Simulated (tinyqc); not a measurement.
# Changing the strip width w

Model: square-lattice Ising model by mean field, Bethe lattice, transfer matrix, exact enumeration and Monte Carlo steps. Computed by tinyqc, a small Python program. Command: `OMP_NUM_THREADS=1 python tinyqc.py 3000504 3000505 out.jsonl ising sweep`. One thread of a shared host (Intel(R) Xeon(R) Processor @ 2.30GHz), about 0.4 s of CPU time with the checks.

H = -J sum over nearest pairs s_i s_j, s = +-1, no field, periodic boundaries; energies per site are in J. As a lattice gas or an alloy, s marks which species holds the site.

Inputs (values chosen for the exercise, for a model lattice): coupling J = 53.3 meV; temperature T = 1620 K.

Constants: k_B = 8.617333262e-05 eV/K.

Method:
- K = J/(k_B T). Onsager: k_B T_c/J = 2/ln(1 + sqrt 2); mean field: 4; Bethe lattice with z = 4: 2/ln 2.
- Strip of w sites, periodic across (for w = 2 the pair is joined by two bonds): T(s, s') = exp(K [sum_i s_i s'_i + (r(s) + r(s'))/2]), r(s) = sum_i s_i s_(i+1).
- With the eigenvalues l1 > l2: -f/(k_B T) = ln(l1)/w per site; xi = 1/ln(l1/l2) rows.

One run for each value:

| strip width w | -f/(k_B T) | correlation length xi |
|---|---|---|
| 2 | 0.92659 | 1.7520 |
| 3 | 0.88471 | 2.3864 |
| 4 | 0.87166 | 2.8487 |
| 5 | 0.86629 | 3.1779 |
| 6 | 0.86369 | 3.4141 |
| 7 | 0.86228 | 3.5849 |
| 8 | 0.86148 | 3.7093 |

Over the rows, -f/(k_B T) falls from 0.927 to 0.861 (exponent d ln y / d ln x -0.11 between the first rows and -0.0070 between the last); correlation length xi rises from 1.75 to 3.71 (exponent d ln y / d ln x 0.76 between the first rows and 0.26 between the last). xi/w goes from 0.876 to 0.464: between the last two widths it falls, the mark of T above T_c. Where xi/w is the same for two widths lies the estimate of T_c.

Extremes, crossings and ranges named in words are read from the listed rows.
